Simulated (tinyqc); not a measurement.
Growing the supercell: Koster-Slater impurity in a tight-binding band, by Green functions and by supercells. Computed by tinyqc, a small Python program. Command: `OMP_NUM_THREADS=1 python tinyqc.py 3006577 3006578 out.jsonl kosterslater sweep`. One thread of a shared host (Intel(R) Xeon(R) Processor @ 2.30GHz), about 0.05 s of CPU time with the checks.

One orbital per site, e(k) = -2 t sum cos(k_i) over 2 direction(s), band from -4 t to 4 t, lattice constant 1. One site has the extra energy U. Spin is left out.

Inputs (values chosen for the exercise, for a model band): hopping t = 0.3 eV; impurity potential U = -1.77 eV.

Lattice: square.

Method:
- Outside the band G0(E) = (2/(pi E)) K(m), m = 16 t^2/E^2, K the complete elliptic integral with parameter m.
- A bound state solves 1/U = G0(E).
- Bisection in ln(distance from the edge) between 1e-5 t and |U| + t. Weight on the impurity site: -1/(U^2 dG0/dE), by a central difference with step min(1e-4 t, distance/30). Decay length along an axis: 1/arccosh(1 + distance/(2 t)).
- In a periodic cell of N sites along each direction with Bloch vector K, the level solves 1/U = N^-d sum_k 1/(E - e(k)), k_i = (2 pi m_i + K_i)/N, m_i = 0..N-1; the outermost root on the side of U is taken (bisection). d is the number of directions. Gamma means K_i = 0, the zone corner K_i = pi, the quarter point K_i = pi/2.
- The error is measured against the isolated level E_b.

One run for each value; columns: (1) supercell edge N (sites); (2) error at Gamma (eV); (3) width between Gamma and the corner (eV); (4) level at Gamma (eV); (5) level at the quarter point (eV):
```
(1)          (2)         (3)      (4)      (5)
2    -1.8480e-01  3.9333e-01  -2.1633  -1.9713
3    -3.7698e-02  7.4787e-02  -2.0162  -1.9782
4    -7.5559e-03  1.4820e-02  -1.9861  -1.9785
5    -1.5267e-03  3.0092e-03  -1.9801  -1.9785
6    -3.1441e-04  6.2341e-04  -1.9788  -1.9785
8    -1.4006e-05  2.7944e-05  -1.9785  -1.9785
10   -6.5100e-07  1.3011e-06  -1.9785  -1.9785
```

Over the rows, error at Gamma (eV) rises from -0.185 to -6.51e-7 (exponent d ln y / d ln x -3.9 between the first rows and -14 between the last); width between Gamma and the corner (eV) falls from 0.393 to 1.30e-6 (exponent d ln y / d ln x -4.1 between the first rows and -14 between the last); level at Gamma (eV) rises from -2.16 to -1.98.

Extremes, crossings and ranges named in words are read from the listed rows.
